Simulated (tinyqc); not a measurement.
Switching power and leakage at the onset of runaway.

Question. T = T0 + Rth P(T), P(T) = Pd + Pl (T/300 K)^2 exp[(q Ea/kB)(1/(300 K) - 1/T)]. At the onset of runaway the loop gain Rth dP/dT equals one as well. Find Pd and the critical Pl.

Inputs (values chosen for the exercise):

| symbol | value | unit | meaning |
|---|---|---|---|
| T0 | 300 | K | ambient temperature |
| Ea | 0.7 | eV | activation energy of the leakage |
| Rth | 15 | K/W | thermal resistance |

Constants: q = 1.602176634e-19 C, kB = 1.380649e-23 J/K. Results are converted to the units shown.

temperature at the onset of runaway = 341.76286 K

Solution. With s = 2/T + q Ea/(kB T^2), unit gain means Rth (P - Pd) = 1/s; the heat balance then gives Pd, and the leakage term Pl.

Pd = 1.900 W
critical Pl = 0.02491 W

Computed by the program tinyqc: `OMP_NUM_THREADS=1 python tinyqc.py 2520009 2520010 out.jsonl`, one thread of a shared Intel Xeon 2.30GHz, about 0.01 s for the whole run.
